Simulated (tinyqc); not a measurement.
Inside a calculation. Model: input admittance of a MOSFET at zero drain bias: distributed channel and distributed gate.

Program tinyqc, `OMP_NUM_THREADS=1 python tinyqc.py 2262237 2262238 out.jsonl`; Intel Xeon 2.30GHz, shared host, one thread, about 0.01 s. Printed values are rounded.

Source and drain grounded, strong inversion, w = 2 pi f, Cox = eps0 eox/tox. The channel is an RC line of resistance 1/(mu Cox Vo) per square fed from both ends, so one finger has the intrinsic admittance y = i w Cox L tanh(g)/g per width, g = (1/2) sqrt(i w tau), tau = L^2/(mu Vo). The vertical resistance rv/L is in series with y, the overlaps 2 i w Cov in parallel: y_t = 1/(1/y + rv/L) + 2 i w Cov. The gate strip is a line of Rsh/L per length loaded by y_t, so a finger has Y = y_t Wf tanh(k)/k, k = (Wf/sd) sqrt(y_t Rsh/L); the device has Nf Y.

Inputs (values chosen for the exercise); values of the order met in silicon radio-frequency transistors: relative permittivity of the gate insulator (close to silicon dioxide) eox = 3.9; insulator thickness tox = 1.7 nm; channel length L = 0.051 um; finger width Wf = 6.4 um; number of fingers Nf = 8; channel mobility mu = 240 cm^2/(V s); gate overdrive Vo = 0.32 V; sheet resistance of the gate Rsh = 33 ohm/square; vertical resistivity of the gate stack rv = 0 ohm um^2; number of ends at which a finger is contacted sd = 2; overlap and fringe capacitance on each side Cov = 0.26 fF/um; frequency f = 37 GHz.

Constants: eps0 = 8.8541878128e-14 F/cm where lengths are in cm. Results are converted to the units shown.

## Low-frequency resistances and capacitance

Low-frequency limits, with c = Cox L and ct = c + 2 Cov: R_strip = Rsh Wf/(3 sd^2 L Nf), R_ch = (c/ct)^2 L/(12 mu Cox Vo Wf Nf), R_vert = (c/ct)^2 rv/(L Wf Nf), C = ct Wf Nf.

parts (ohm): strip 43.13725, channel 0.2358722, vertical 0
sum = 43.37313 ohm
C = 79.66413 fF
1/(2 pi R C) = 46.06134 GHz

The strip term is the largest, 99.5 % of the sum.

## Admittance of the channel and stack per width

tau, g, c = Cox L, y and y_t as defined.

tau = 0.3386719 ps
g = 0.09920541+0.09920541i
c = 1.035940 fF/um
y = 1.5800+240.8207i uS/um
y_t = 1.5800+361.7091i uS/um

w tau = 0.0787, and Im y is 1.00 of w c.

## Input impedance of the device

k and Y as defined; Z = 1/(Nf Y) = R + 1/(i w C); Q = |Im Z|/R; signal at the point farthest from a contact |1/cosh k|.

k = 1.097072+1.092290i
Nf Y = 7.73051+11.17641i mS
R = 41.86055 ohm
C = 71.07542 fF
Q = 1.445753
signal at the far point = 0.7101383

R is 3.5 % below its low-frequency limit and C is 11 % below its own.
